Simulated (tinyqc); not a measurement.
Raman shift of the zone-centre optical phonon of a diamond-structure crystal under stress: one step, computed by the program tinyqc. Command: `OMP_NUM_THREADS=1 python tinyqc.py 3013243 3013244 out.jsonl ramanstress walk`. One thread of a shared host (Intel(R) Xeon(R) Processor @ 2.30GHz), about 0.01 s of CPU time with the checks.

Axes x, y, z are the cube axes. Strain shifts the threefold optical mode and can split it; p, q and r are the phonon deformation potentials.

Problem. Secular matrix and shifts. Secular matrix: M_xx = p eps_xx + q (eps_yy + eps_zz), M_xy = 2 r eps_xy; its eigenvalues are omega^2 - omega_0^2, and the shifts are these over 2 omega_0.

Inputs (values chosen for the exercise, modelled on silicon):
```
quantity                       value  unit
unstrained frequency omega_0   520.4  1/cm
p/omega_0^2                    -1.89     -
q/omega_0^2                    -2.33     -
r/omega_0^2                   -0.691     -
```

Stress state: biaxial. Axis: [110].

strain (per mille):
```
            x           y           z
x  -0.0609589   0.3118762   0.0000000
y   0.3118762  -0.0609589   0.0000000
z   0.0000000   0.0000000  -0.5559104
```

Give: M/(2 omega_0); shifts, in rising order.

Solution.

M/(2 omega_0) (1/cm):
```
          x         y        z
x   0.40397  -0.11215  0.00000
y  -0.11215   0.40397  0.00000
z   0.00000   0.00000  0.34730
```

shifts, in rising order (1/cm): 0.29182  0.34730  0.51611
